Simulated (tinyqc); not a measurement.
From contrast back to roughness of the interface sigma_2: X-ray reflectivity of a thin film on silicon: critical angles, Parratt recursion, fringes and roughness. Computed by tinyqc, a small Python program. Command: `OMP_NUM_THREADS=1 python tinyqc.py 3121158 3121159 out.jsonl xrr inv`. One thread of a shared host (Intel(R) Xeon(R) Processor @ 2.30GHz), about 0.01 s of CPU time with the checks.

n = 1 - delta + i beta; the classical electron radius is r_e = 2.8179403e-6 nm. Layer 0 is vacuum, 1 the film, 2 the substrate.

Inputs (values chosen for the exercise, modelled on Al2O3 on silicon, copper K-alpha radiation):
```
quantity,value,unit
wavelength lambda,0.15406,nm
film density rho,2.92,g/cm^3
"effective electrons per unit mass, film",0.488,mol/g
"beta/delta, film",0.012,-
film thickness d,33.1,nm
roughness of the surface sigma_1,0.23,nm
substrate density,2.33,g/cm^3
"effective electrons per unit mass, substrate",0.507,mol/g
"beta/delta, substrate",0.023,-
grazing angle theta,1.12,degrees
```

Constants: N_A = 6.02214076e+23 1/mol.

Method:
- delta = r_e lambda^2 rho_e/(2 pi), rho_e = density x electrons per mass x N_A; critical angle sqrt(2 delta), q_c = 4 sqrt(pi r_e rho_e).
- k_j = (2 pi/lambda) sqrt(sin^2 theta - 2 delta_j + 2 i beta_j); r_ij = (k_i - k_j)/(k_i + k_j) x exp(-2 k_i k_j sigma^2) (Nevot-Croce); r = (r_01 + r_12 p)/(1 + r_01 r_12 p), p = exp(2 i k_1 d); R = |r|^2.
- Far above the critical angle the period is d theta = lambda/(2 d), or 2 pi/d in q; the envelope runs between (|r_01| - |r_12 p|)^2 and (|r_01| + |r_12 p|)^2; contrast = 2 a b/(a^2 + b^2) with a = |r_01|, b = |r_12 p|; roughness factors on the amplitudes are about exp(-q^2 sigma^2/2).

Task: A run gave the result below. Find the roughness of the interface sigma_2, known to lie between 0.17 and 0.27 nm.

contrast = 0.3363744

Result:

Each step takes the trial c = (a f_b - b f_a)/(f_b - f_a), f being the result less the target and a, b, c the logarithms of the listed values; c replaces end b, the old b replaces a if the sign of f changed, and otherwise f_a is halved.

Scan of the range:
```
roughness of the interface sigma_2 (nm),contrast
0.170,0.343749
0.184,0.341809
0.198,0.339727
0.214,0.337175
0.231,0.334267
0.250,0.330784
0.270,0.326859
```

False position (Illinois rule, in the logarithm of the input) inside the bracket:
```
step,end a,end b,trial,contrast
1,0.214000,0.231000,0.218552,0.336416
2,0.231000,0.218552,0.218787,0.336377
3,0.231000,0.218787,0.218811,0.336373
4,0.218787,0.218811,0.218800,0.336374
```

Contrast falls at every point of a 13-point scan of the range (every second point is shown), so one value fits; it is bracketed by 0.214 and 0.231. Answer: roughness of the interface sigma_2 = 0.2188 nm.
